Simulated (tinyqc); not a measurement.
# From one set of inputs to another, one input at a time

Model: specific resistance of a metal-semiconductor contact and its transmission-line measurement. Computed by tinyqc, a small Python program. Command: `OMP_NUM_THREADS=1 python tinyqc.py 3016017 3016018 out.jsonl contact ladder`. One thread of a shared host (Intel(R) Xeon(R) Processor @ 2.30GHz), about 0.02 s of CPU time with the checks.

The barrier is parabolic (depletion approximation), energies E are normal energies counted from the band edge in the neutral semiconductor (downwards for holes), and the bias is zero. xi is an input, held fixed when other inputs move.

The inputs printed are set A. Set A is modelled on n-type silicon; the values taken over come from a set modelled on n-type In0.53Ga0.47As. Inputs not listed in the table keep their values of set A, so the rows need not describe a real material.

Inputs (values chosen for the exercise, modelled on n-type silicon):
```
quantity,value,unit
tunnelling mass m,0.29,m_0
permittivity eps,11.7,-
Richardson constant A*,110,A/(cm^2 K^2)
barrier height phi_B,0.65,eV
doping N,2.8e+19,1/cm^3
"Fermi level above the band edge in the bulk, xi",0.0089,eV
temperature T,300,K
sheet resistance R_sh,470,ohm
contact length d,2.6,micrometre
contact width W,0.7,micrometre
```

Image-force lowering: left out.

Constants: hbar = 1.054571817e-34 J s; eps_0 = 8.8541878128e-12 F/m; m_0 = 9.1093837015e-31 kg; k_B = 8.617333262e-05 eV/K; e = 1.602176634e-19 C.

Method:
- E_00 = (e hbar/2) sqrt(N/(eps eps_0 m)); band bending E_b = phi_B + xi; depletion width w = sqrt(2 eps eps_0 E_b/(e^2 N)).
- WKB transmission for E < E_b, with a = E/E_b: D = exp{-(E_b/E_00) [sqrt(1 - a) - a ln((1 + sqrt(1 - a))/sqrt(a))]}; D = 1 above.
- At zero bias 1/rho_c = (e A*/k_B^2) int D(E) f(E) dE, f = 1/(1 + exp((E - xi)/k_B T)); 200 Gauss-Legendre points from 0 to E_b, and k_B T ln(1 + exp((xi - E_b)/k_B T)) for the part above the barrier; the share of tunnelling is the part below.
- Transmission-line model: transfer length L_T = sqrt(rho_c/R_sh); R_c = (R_sh L_T/W) coth(d/L_T). Limits: rho_c/(W d) for d << L_T, sqrt(rho_c R_sh)/W for d >> L_T.

Each row keeps all changes above it:
```
input moved,from,to,specific contact resistance rho_c (ohm cm^2),contact resistance R_c (ohm),depletion width (nm)
set A,-,-,5.9361e-05,3.8237e+03,5.5164
tunnelling mass m (m_0),0.29,0.04,1.5088e-07,1.2030e+02,5.5164
doping N (1/cm^3),2.8e+19,8.9e+18,2.6448e-06,5.0465e+02,9.7846
barrier height phi_B (eV),0.65,0.22,1.9718e-08,4.3489e+01,5.7671
sheet resistance R_sh (ohm),470,39,1.9718e-08,1.2527e+01,5.7671
temperature T (K),300,77,7.8053e-08,2.4925e+01,5.7671
contact length d (micrometre),2.6,4.7,7.8053e-08,2.4925e+01,5.7671
contact width W (micrometre),0.7,2.4,7.8053e-08,7.2697e+00,5.7671
```

Which inputs carry the difference?

Specific contact resistance rho_c goes from 5.94e-5 to 7.81e-8, a factor 0.00131 in all. The largest single move comes from tunnelling mass m (a factor 0.00254), and doping N works against it (a factor 17.5). Contact resistance R_c goes from 3820 to 7.27, a factor 0.00190 in all. The largest single move comes from tunnelling mass m (a factor 0.0315), and doping N works against it (a factor 4.19). Depletion width goes from 5.52 to 5.77, a factor 1.05 in all. The largest single move comes from doping N (a factor 1.77), and barrier height phi_B works against it (a factor 0.589). The single moves hold for this order of the switches; the total does not depend on the order.

Extremes, crossings and ranges named in words are read from the listed rows.
